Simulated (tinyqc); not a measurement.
# Changing the central-cell range lambda

Model: effective-mass impurity with a central-cell term, in a basis of Slater functions. Computed by tinyqc, a small Python program. Command: `OMP_NUM_THREADS=1 python tinyqc.py 3024068 3024069 out.jsonl centralcell sweep`. One thread of a shared host (Intel(R) Xeon(R) Processor @ 2.30GHz), about 0.02 s of CPU time with the checks.

The envelope obeys H = -nabla^2 - (2/r) [Z + A exp(-kappa r)] in effective units, with kappa = a*/lambda; positive A deepens the well near the core.

Inputs (values chosen for the exercise, with mass and screening modelled on ZnO):
```
quantity                 value  unit
effective mass m         0.271   m_0
dielectric constant eps   8.12     -
charge Z of the core         1     -
central-cell strength A    1.6     -
```

Impurity: donor, one isotropic band.

Constants: Ry = 13.605693123 eV; a_0 = 0.529177210903 angstrom.

Method:
- Units: Ry* = Ry m/eps^2 and a* = a_0 eps/m, with m in m_0.
- kappa = a*/lambda; the hydrogenic ground state is bound by Z^2 Ry*.
- For s functions exp(-zeta r), with s = zeta_i + zeta_j: S = 2/s^3, T = zeta_i zeta_j S, V = -2 Z/s^2, W = -2 A/(s + kappa)^2; each function is normalised by dividing by sqrt(S_ii S_jj).
- Large basis: zeta_i = 0.06 x 1.6^(i-1), i = 1..22, same formulas; for p functions r exp(-zeta r): S = 24/s^5, T = zeta_i zeta_j S (centrifugal term included), V = -12 Z/s^4, W = -12 A/(s + kappa)^4; overlap eigenvalues below 1e-11 are dropped.
- Binding energies are -E Ry*; the effective quantum number is nu = Z/sqrt(-E); |psi(0)|^2 is given relative to the hydrogenic Z^3/(pi a*^3).

One run for each value; columns: (1) central-cell range lambda (angstrom); (2) 1s binding energy (meV); (3) 2s binding energy (meV); (4) 2p binding energy (meV); (5) relative |psi(0)|^2; (6) kappa (1/a*):
```
(1)      (2)     (3)     (4)     (5)     (6)
0.77  57.503  14.175  13.980  1.4848  20.592
0.96  58.364  14.279  13.981  1.6584  16.516
1.20  59.719  14.438  13.981  1.9117  13.213
1.50  61.836  14.679  13.983  2.2846  10.571
1.90  65.400  15.063  13.986  2.8808   8.345
2.40  71.023  15.618  13.994  3.7730   6.607
2.90  77.832  16.216  14.007  4.7875   5.468
3.70  90.639  17.162  14.042  6.5079   4.285
```

Over the rows, 1s binding energy (meV) rises from 57.5 to 90.6 (exponent d ln y / d ln x 0.067 between the first rows and 0.63 between the last); 2s binding energy (meV) rises from 14.2 to 17.2 (exponent d ln y / d ln x 0.033 between the first rows and 0.23 between the last); 2p binding energy (meV) rises from 13.98 to 14.04. To first order the 1s shift grows as lambda^2 while kappa = a*/lambda is large against 2 Z, and more slowly after; 2p vanishes at the core and moves far less.

Caution (rows 3.70): the density at the core is many times hydrogenic, so the result hangs on the model potential inside one cell, where the envelope picture is weak.
